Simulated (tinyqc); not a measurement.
# Deep trap from a strong local potential in a two-band host (Koster-Slater model with semi-elliptic bands), step by step

A worked calculation. Computed by tinyqc, a small Python program that keeps every step. Command: `OMP_NUM_THREADS=1 python tinyqc.py 3003349 3003350 out.jsonl deeptrap walk`. One thread of a shared host (Intel(R) Xeon(R) Processor @ 2.30GHz), about 0.02 s of CPU time with the checks. Intermediate numbers are printed to about 5 digits and carried at full precision; extremes and crossings named in words are read from the listed rows.

The valence band spans -2 W_v to 0 and the conduction band E_g to E_g + 2 W_c. The orbital at the impurity site has weight f_v in the valence band and 1 - f_v in the conduction band, each spread as a semi-ellipse (2/(pi W^2)) sqrt(W^2 - x^2) about the band centre. The impurity adds U to this orbital. Spin is left out.

Inputs (values chosen for the exercise, with a gap close to that of GaN):
```
quantity                                value  unit
gap E_g                                  3.47    eV
half-width of the valence band W_v        4.2    eV
half-width of the conduction band W_c     2.3    eV
valence weight f_v of the site orbital   0.41     -
impurity potential U                     25.1    eV
levels per band n                           2     -
trial energy E                           2.21    eV
```

Impurity: repulsive, acceptor-like.

## Green function at the trial energy

In the gap G(E) = f_v (2/W_v^2)[x - sqrt(x^2 - W_v^2)] - (1 - f_v)(2/W_c^2)[y - sqrt(y^2 - W_c^2)], x = E + W_v, y = E_g + W_c - E. The potential that would put a level at E is U = 1/G(E).

valence part = 0.072874 1/eV

conduction part = -0.18798 1/eV

G(E) = -0.11511 1/eV

potential needed = -8.6877 eV

## Thresholds and the vacancy level

G falls across the gap from G(0) to G(E_g). A repulsive U binds if U > 1/G(0), an attractive one if U < 1/G(E_g); the vacancy level (U infinite) solves G(E) = 0 (bisection).

G(0) = 0.088564 1/eV

G(E_g) = -0.45484 1/eV

repulsive threshold = 11.291 eV

attractive threshold = -2.1986 eV

vacancy level = 0.53165 eV

## The trap level

The trap level solves G(E) = 1/U (bisection). With D = -dG/dE = D_v + D_c, D_v = f_v (2/W_v^2)[x/sqrt(x^2 - W_v^2) - 1] and D_c = (1 - f_v)(2/W_c^2)[y/sqrt(y^2 - W_c^2) - 1], the weight on the impurity orbital is 1/(U^2 D) and the conduction-band character is D_c/D.

trap level E_t = 0.14959 eV

weight on the impurity orbital = 0.010326

conduction-band character = 0.13927

depth below the conduction band = 3.3204 eV

The level comes up from the valence band and has covered 28 % of the way to the vacancy level, which it can never pass; 99 % of the state lies on host orbitals.

## The same problem as a small matrix

Each band is replaced by n levels e_k = centre + W cos(k pi/(n + 1)) with weights w_k = f (2/(n + 1)) sin^2(k pi/(n + 1)), k = 1..n (valence first); H_kl = e_k delta_kl + U sqrt(w_k w_l).

host levels e_k (eV): -2.10  -6.30  6.92  4.62

weights w_k: 0.205  0.205  0.295  0.295

H (eV):
```
       1       2       3       4
1  3.046   5.146   6.173   6.173
2  5.146  -1.155   6.173   6.173
3  6.173   6.173  14.325   7.404
4  6.173   6.173   7.404  12.024
```

## Levels of the small matrix

Diagonalise H (2n rows). The trap level, between the highest valence and the lowest conduction e_k, is number n + 1 from below for an attractive impurity and number n for a repulsive one.

levels (eV): -5.053  -0.212  5.777  27.728

trap level of the matrix = -0.21202 eV

It misses the Green-function level by -0.3616 eV. The lone level at 27.73 eV is the split-off partner, which holds a large part of the impurity orbital.

## Chemical trend: level against potential

U is 1.05, 1.2, 1.5, 2, 3, 5, 10 and 30 times the threshold, rounded to three digits; the largest values are formal and only show the vacancy limit.

Trend:
```
U (eV)  E_t (eV)  weight on the impurity  conduction character  E_t - vacancy level (eV)
11.9     0.00115                0.003595               0.01027                  -0.53051
13.5     0.01206                0.009324               0.03442                  -0.51959
16.9     0.05176                0.012829               0.07539                  -0.47990
22.6     0.12240                0.011422               0.12351                  -0.40925
33.9     0.22517                0.007063               0.17925                  -0.30648
56.5     0.33187                0.003121               0.23016                  -0.19979
113.0    0.42601                0.000885               0.27194                  -0.10564
339.0    0.49521                0.000106               0.30135                  -0.03644
```

dE_t/dU equals the weight on the impurity, which peaks at 0.013 (U = 16.9 eV) and falls to 1.1e-4 in the last row, so beyond the peak each further eV of potential moves the level less. The level nears the vacancy level, 0.532 eV, as 1/U: it is 0.106 eV away at 10 times the threshold and 0.036 eV at 30 times, and the state is then host-like.

## Opening the gap, as alloying or pressure does

The conduction band is shifted rigidly; widths, weights and U stay.

Against the gap:
```
E_g (eV)  E_t (eV)  depth below E_c (eV)  conduction character
1.74          none                     -                     -
2.26       0.01534                2.2447               0.06655
2.78       0.06243                2.7176               0.10991
3.12       0.10287                3.0171               0.12697
3.47       0.14959                3.3204               0.13927
3.99       0.22539                3.7646               0.15126
4.51       0.30608                4.2039               0.15846
5.55       0.47484                5.0752               0.16471
```

As the conduction band moves up by 3.290 eV the level follows by 0.459 eV, a mean slope of 0.14; the local slope is the conduction character. A shallow donor would follow with slope 1 and a shallow acceptor with slope 0. For E_g = 1.74 eV there is no level in the gap: it has merged into a band.

Checks made by the program: closed form against a 4000-point quadrature of the densities of states (relative difference below 1e-10); 200 levels per band against the Green function (relative difference below 1e-10).
